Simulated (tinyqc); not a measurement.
Deep level with several charge states, and Shockley-Read-Hall recombination, step by step. Values are carried at full precision from step to step, so a last printed digit may differ when a step is redone from the rounded ones.

Energies from Ev. The defect has charge states 0, -1, -2 with weights 1, gm exp((EF - E1)/kT), exp((2 EF - E1 - E2)/kT); the shares are the weights over their sum. Boltzmann carriers: n = Nc exp((EF - Eg)/kT), p = Nv exp(-EF/kT). Neutrality: p - n + Nd + Nt <q> = 0.

Constants: kB = 8.617333262e-05 eV/K.

Inputs chosen for the exercise (gap and densities of states near those of Si at this temperature; the results hold for these values, not for the real material): Eg = 1.146 eV (gap); Nc = 2.67e+19 1/cm^3 (conduction-band density of states); Nv = 1.11e+19 1/cm^3 (valence-band density of states); T = 300 K; E1 = 0.233 eV (level (0/-1) above Ev); E2 = 0.798 eV (level (-1/-2) above Ev); gm = 1 (degeneracy of the middle state, the others 1); Nt = 8.7e+15 1/cm^3 (defects); Nd = 3.2e+15 1/cm^3 (ionised shallow donors minus acceptors); E_try = 0.834 eV (trial Fermi level); Et = 0.798 eV (recombination level above Ev); sn = 9.1e-15 cm^2 (electron capture cross-section); sp_ = 9.1e-15 cm^2 (hole capture cross-section); vth = 17000000 cm/s (thermal velocity, both carriers); Nm = 8.7e+16 1/cm^3 (equilibrium electrons for the lifetime steps); dn = 4.2e+12 1/cm^3 (excess pairs).

## Charge states at a trial Fermi level

Form the exponents, the shares, the mean charge and the residual of neutrality at EF = E_try.

exponents of the second and third weights: 23.248  24.640

shares: 0 0.0000, -1 0.1990, -2 0.8010

<q> = -1.8010

n, p (1/cm^3): 1.53e+14  1.08e+05

residual = -1.26e+16 1/cm^3

The residual is negative, so EF must fall.

## The neutral state

Solve for EF.

EF = 0.2345 eV

shares at EF: 0 0.486, -1 0.514, -2 0.000

n = 1.30e+04 1/cm^3
p = 1.28e+15 1/cm^3

Without the defects the majority density would be 3.20e+15 1/cm^3; with them the density of these carriers is 1.30e+04, below that of the other kind: the type has inverted, so the defects more than cancel the doping. Most defects are in the state -1.

## Recombination through one level

One level at Et with degeneracy 1: tn = 1/(sn vth Nt), tp = 1/(sp_ vth Nt), n1 = Nc exp((Et - Eg)/kT), p1 = Nv exp(-Et/kT), ni^2 = n1 p1. Equilibrium n0 = Nm, p0 = ni^2/Nm; n = n0 + dn, p = p0 + dn. U = (n p - ni^2)/(tp (n + n1) + tn (p + p1)), lifetime dn/U; emission rates en = sn vth n1, ep = sp_ vth p1.

Evaluate each quantity.

tn, tp (microsecond): 0.0007430  0.0007430

n1, p1 (1/cm^3): 3.81e+13  4.36e+05

U = 5.65e+21 1/(cm^3 s)
lifetime = 0.000743 microsecond

The lifetime is 1.000 times the minority capture time tp and 0.5 times tn + tp, the limit of high injection.

## Emission and generation in a depleted region

With n = p = 0 the level generates pairs at G = Nt en ep/(en + ep); generation lifetime tg = ni/G; current density e G W for a width W = 1 micrometre, e = 1.602176634e-19 C.

en, ep (1/s): 5.89e+06  0.0675

G = 5.87e+14 1/(cm^3 s)
tg = 6.94 microsecond
current density = 9.40e-09 A/cm^2

The slower step, hole emission, limits the rate: en/ep = 8.73e+07.

## Checks

- U against hole capture minus emission at the steady occupation of the level (1/(cm^3 s)): both 5.650e+21.

Computed by tinyqc, a small Python program: `OMP_NUM_THREADS=1 python tinyqc.py 1680685 1680686 out.jsonl` (the numbers bound the seed that draws the inputs); one thread of a shared host (Intel(R) Xeon(R) Processor @ 2.30GHz), about 0.01 s for the whole set of steps.
